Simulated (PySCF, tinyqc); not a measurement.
Worked calculation: RHF in the sto-6g basis, for H4, spin multiplicity 1. The lowest restricted solution is unstable here: a spin-polarised one lies 0.1468 hartree lower (PySCF). One step of it, computed by the program tinyqc.

Problem. Iteration 2: diagonalisation and new density. A level shift of 0.5 hartree raises the virtual space: F + shift (S - S D(s) S), with D(s) the density of one spin (D/2). Diagonalise F' = X^T F X, C = X C', fill 2 alpha and 2 beta electrons from the bottom; D = 2 C_occ C_occ^T. Each column has its largest component positive (the first on a tie).

Fock matrix F (hartree), lower triangle:
```
           1H 1s      2H 1s      3H 1s      4H 1s
1H 1s  -0.124019
2H 1s  -0.119360  -0.044710
3H 1s  -0.124045  -0.090613  -0.144669
4H 1s  -0.091138   0.000092  -0.195512  -0.091672
```

X:
```
               1          2          3         4
1H 1s   0.582888   0.552359   0.472572  0.434317
2H 1s  -0.582888  -0.552359   0.472572  0.434317
3H 1s  -0.582888   0.552359  -0.472572  0.434317
4H 1s   0.582888  -0.552359  -0.472572  0.434317
```

D after iteration 1, lower triangle:
```
           1H 1s      2H 1s     3H 1s     4H 1s
1H 1s   0.646017
2H 1s  -0.362013   1.545808
3H 1s   0.354284   0.746314  0.859055
4H 1s   0.765567  -0.816934  0.146916  1.019299
```

overlap S, lower triangle:
```
          1H 1s     2H 1s     3H 1s     4H 1s
1H 1s  1.000000
2H 1s  0.222391  1.000000
3H 1s  0.072368  0.030576  1.000000
4H 1s  0.030576  0.072368  0.222391  1.000000
```

Give: F' = X^T F X; orbital energies; coefficients C; D after iteration 2.

Solution.

F' = X^T F X (hartree), lower triangle:
```
         1        2       3        4
1   0.1485
2  -0.0919   0.5756
3   0.2249   0.0400  0.2976
4   0.0363  -0.1748  0.0988  -0.2859
```

orbital energies (hartree): MO1 -0.3382, MO2 -0.0206, MO3 0.4623, MO4 0.6322

coefficients C:
```
          MO1      MO2      MO3      MO4
1H 1s  0.4703  -0.2121   0.8573  -0.2360
2H 1s  0.1969   0.8662  -0.0231   0.5170
3H 1s  0.5835   0.2291  -0.5176  -0.6293
4H 1s  0.4219  -0.5974  -0.1872   0.6978
```

D after iteration 2, lower triangle:
```
         1H 1s    2H 1s   3H 1s   4H 1s
1H 1s   0.5323
2H 1s  -0.1822   1.5781
3H 1s   0.4516   0.6267  0.7859
4H 1s   0.6503  -0.8688  0.2186  1.0698
```
